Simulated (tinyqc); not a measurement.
# Worked calculation: surface potential of a MOS transistor: implicit equation and explicit approximations

Numbers from tinyqc (`OMP_NUM_THREADS=1 python tinyqc.py 2122247 2122248 out.jsonl`; about 0.01 s on one thread of a shared Intel Xeon 2.30GHz). Printed values are rounded.

p-type body, charge-sheet picture, depletion and inversion only, full ionisation (an idealisation for deep acceptors), Boltzmann statistics (rough once Na exp(x - xn) passes about Nc/7). In units of Vt: xg = (Vg - Vfb)/Vt, x = psi/Vt, G = gamma/sqrt(Vt), xn = (2 phiF + Vc)/Vt. The implicit equation is (xg - x)^2 = G^2 [x - 1 + exp(x - xn)] for x above about 3. Cox = eps0 eox/tox.

Values chosen for this exercise; band and dielectric values close to those of 4H silicon carbide:
```
symbol    value   unit                                                                 meaning
T           350      K                                                             temperature
Eg         3.21     eV                                                                band gap
eps_r      9.56                                                          relative permittivity
Nc      2.12e19  cm^-3                                  conduction-band density of states at T
Nv      3.11e19  cm^-3                                     valence-band density of states at T
eox        25.6         relative permittivity of the gate insulator (close to zirconium oxide)
tox         5.1     nm                                                     insulator thickness
Na       6.3e17  cm^-3                                                        acceptor density
Vfb       -0.63      V                                                       flat-band voltage
Vc            0      V                                                    channel-body voltage
Vg         2.64      V                                                       gate-body voltage
```

Constants: q = 1.602176634e-19 C, kB = 1.380649e-23 J/K, Vt = kB T/q, eps0 = 8.8541878128e-14 F/cm where lengths are in cm. Results are converted to the units shown.

Range of the model: The electron quasi-Fermi level lies less than 2 Vt below the band edge at the surface, or above it, where degeneracy and confinement, left out, matter.

## Scales

ni = sqrt(Nc Nv) exp(-Eg/(2 Vt)), Eg in volts; phiF = Vt ln(Na/ni); gamma = sqrt(2 q eps0 eps_r Na)/Cox; VT = Vfb + Vt (xn + G sqrt(xn - 1)).

phiF = 1.49318 V
gamma = 0.0930091 V^0.5
G = 0.535556
xn = 99.0147
VT = 2.51627 V
xg = 108.419

## Explicit approximation

Depletion value a = 1 + [sqrt(G^2/4 + xg - 1) - G/2]^2; inversion value b = xn + ln[(xg - xn)^2/G^2 - xn + 1] and first guess y = min(a, b) - ln(1 + exp(-|a - b|)) if a > xn + 1, else b = y = a; one second-order correction with D = exp(y - xn), p = 2 (xg - y) + G^2 (1 + D), w = (xg - y)^2 - G^2 (y - 1 + D): z = y + 2 w/(p + sqrt(p^2 - 2 (2 - G^2 D) w)), or the Newton step z = y + w/p where the root is not real.

a = 103.010
b = 104.364
y = 102.780
p = 23.9533
w = -9.78347
z = 102.327

The root of the implicit equation is x = 102.336; y misses it by 0.44 and z by -0.0084, in units of Vt.

## Starting value

x = a rounded to two decimals.

x at the start = 103.010

## Iteration 1: new x

D = exp(x - xn), f = (xg - x)^2 - G^2 (x - 1 + D), f' = -2 (xg - x) - G^2 (1 + D), x(new) = x - f/f'.

D = 54.3406
f = -15.5834
f' = -26.6915
x after iteration 1 = 102.426

## Iteration 2: new x

As before.

D = 30.3088
f = -1.86594
f' = -20.9664
x after iteration 2 = 102.337

## Course of the iteration

Stop when the step is below 1e-11, or after 60 iterations.

Course of the iteration:
```
iteration  x before the step      step
1                    103.010    -0.584
2                    102.426   -0.0890
3                    102.337  -1.25e-3
4                    102.336  -2.28e-7
5                    102.336   < 1e-13
```

Converged in 5 iterations.

## Potential, charges and gate control

converged x = 102.336

psi = Vt x; N_dep = Cox Vt G sqrt(x - 1)/q; N_inv = (Cox Vt G/q) [sqrt(x - 1 + exp(x - xn)) - sqrt(x - 1)]; dpsi/dVg = 1/[1 + G^2 (1 + exp(x - xn))/(2 (xg - x))].

psi = 3.08652 V
N_dep = 4.51061e12 cm^-2
N_inv = 5.7915e11 cm^-2
dpsi/dVg = 0.596512

psi lies 3.3 Vt above 2 phiF + Vc.
